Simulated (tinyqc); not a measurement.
# Gated graphene, quantum capacitance: effect of the temperature

phi is the Fermi level above the Dirac point, in volts; Vg is counted from the gate voltage of charge neutrality. Ideal linear bands, no charge puddles.

N0 = (2/pi)(kB T/(hbar vF))^2; n = N0 F1(phi/Vt), p = N0 F1(-phi/Vt), F1(e) = int_0^infinity u du/(1 + exp(u - e)) = -Li2(-exp(e)); Cq = q d(n - p)/dphi = (q N0/Vt) ln[2 (1 + cosh(phi/Vt))]. Cox = eps0 eox/tox; Vg = phi + q (n - p + Dit phi)/Cox. 1/C_G = 1/Cox + 1/(Cq + q Dit); dphi/dVg = Cox/(Cox + Cq + q Dit).

Parameters, values chosen for the exercise; values close to those of graphene:
```
symbol,value,unit,meaning
eox,21.6,,relative permittivity of the gate insulator (close to hafnium oxide)
tox,5.4,nm,insulator thickness
vF,9.96e5,m/s,Fermi velocity
Dit,0,cm^-2 eV^-1,density of traps
Vg,-1.09,V,gate voltage
```

Constants: q = 1.602176634e-19 C, kB = 1.380649e-23 J/K, hbar = 1.054571817e-34 J s, Vt = kB T/q, eps0 = 8.8541878128e-14 F/cm where lengths are in cm. Results are converted to the units shown.

The same in every row: Cox (uF/cm^2) = 3.5417.

Results:

| T (K) | phi (V) | n - p (cm^-2) | Cq (uF/cm^2) | C_G (uF/cm^2) | dphi/dVg | n + p (cm^-2) |
|---|---|---|---|---|---|---|
| 50 | -0.44029 | -1.4362e13 | 10.449 | 2.6451 | 0.25314 | 1.4362e13 |
| 77 | -0.44022 | -1.4364e13 | 10.447 | 2.6450 | 0.25317 | 1.4364e13 |
| 120 | -0.44004 | -1.4368e13 | 10.443 | 2.6447 | 0.25325 | 1.4368e13 |
| 200 | -0.43951 | -1.4379e13 | 10.431 | 2.6439 | 0.25348 | 1.4379e13 |
| 400 | -0.43702 | -1.4434e13 | 10.371 | 2.6401 | 0.25456 | 1.4434e13 |
| 500 | -0.43514 | -1.4476e13 | 10.327 | 2.6372 | 0.25537 | 1.4476e13 |

Estimate the missing row, T = 300 K.

Computed row:

| T (K) | phi (V) | n - p (cm^-2) | Cq (uF/cm^2) | C_G (uF/cm^2) | dphi/dVg | n + p (cm^-2) |
|---|---|---|---|---|---|---|
| 300 | -0.43848 | -1.4402e13 | 10.406 | 2.6424 | 0.25393 | 1.4402e13 |

With this row back in the table: As T goes from 50 to 500, Cq falls from 10.4 to 10.3 uF/cm^2, C_G/Cox stays near 0.746 and n - p falls from -1.44e13 to -1.45e13 cm^-2. Cq exceeds Cox in every row, so the insulator is the tighter limit, though Cq still cuts C_G by up to 26 %.

tinyqc, about 0.01 s, one thread, Intel Xeon 2.30GHz (shared host): `OMP_NUM_THREADS=1 python tinyqc.py 2200125 2200126 out.jsonl`
